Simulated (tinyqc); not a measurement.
Thin film modes against wave vector: bulk, surface, particle and sheet plasmons.

Zero temperature, parabolic band: kF = (3 pi^2 n)^(1/3), EF = c kF^2/m, Ep^2 = 8 pi c e2 n/(m eb), qTF^2 = 6 pi e2 n/(eb EF), c = hbar^2/2m0, e2 = e^2/(4 pi eps0), n in 1/angstrom^3 (1e-24 per 1/cm^3).

Constants: hbar^2/2m0 = 3.80998211 eV angstrom^2; e^2/(4 pi eps0) = 14.39964547 eV angstrom.

Inputs chosen for the exercise (mass and background constant near those of GaAs; polar phonons, which mix with the plasmon in the real crystal, and the rise of the mass with filling are left out; not measured data):

| symbol | value | unit | meaning |
|---|---|---|---|
| n | 1.7e+18 | 1/cm^3 | electron density |
| m | 0.0655 | m0 | mass |
| eb | 10.8 |  | background dielectric constant |
| ed | 2.1 |  | dielectric constant of the surroundings |
| d | 200 | angstrom | film thickness |

Drude medium eps = eb (1 - Ep^2/E^2), no retardation. A film of thickness d has modes eps = -ed coth(q d/2) (lower) and eps = -ed tanh(q d/2) (upper); a sheet with ns = n d has E^2 = 4 pi c e2 ns q/(m ed). One surface: eps = -ed; small sphere: eps = -2 ed.

Modes (meV):

| q d | q (1/angstrom) | lower | upper | sheet |
|---|---|---|---|---|
| 0.020 | 0.000100 | 12.73 | 57.51 | 13.05 |
| 0.050 | 0.000250 | 19.43 | 57.42 | 20.64 |
| 0.10 | 0.000500 | 26.03 | 57.29 | 29.19 |
| 0.20 | 0.00100 | 33.51 | 57.01 | 41.28 |
| 0.50 | 0.00250 | 42.98 | 56.24 | 65.27 |
| 1.0 | 0.00500 | 48.29 | 55.14 | 92.31 |
| 2.0 | 0.0100 | 51.38 | 53.72 | 130.5 |
| 4.0 | 0.0200 | 52.51 | 52.83 | 184.6 |
| 8.0 | 0.0400 | 52.67 | 52.67 | 261.1 |

bulk, surface, sphere (meV): 57.56  52.67  48.84

At small q d the lower mode tends to the sheet law sqrt(q) (within 5 % up to q d = 0.02 of the values listed) and the upper one starts near the bulk value. At q d = 8 the two are 0.0058 meV apart around the surface value 52.67 meV. Retardation, left out here, matters where q is below about three times sqrt(ed) E/(hbar c), hbar c = 1973.27 eV angstrom: that holds for 0 of the rows (from the top) for the lower mode and 1 for the upper one. From q d = 4 on q exceeds half of kF = 0.0369 1/angstrom, where a local dielectric function has failed; it does so earlier, once hbar vF q nears the mode energy.

tinyqc: `OMP_NUM_THREADS=1 python tinyqc.py 1681467 1681468 out.jsonl`; about 0.01 s, one thread, shared Intel(R) Xeon(R) Processor @ 2.30GHz.
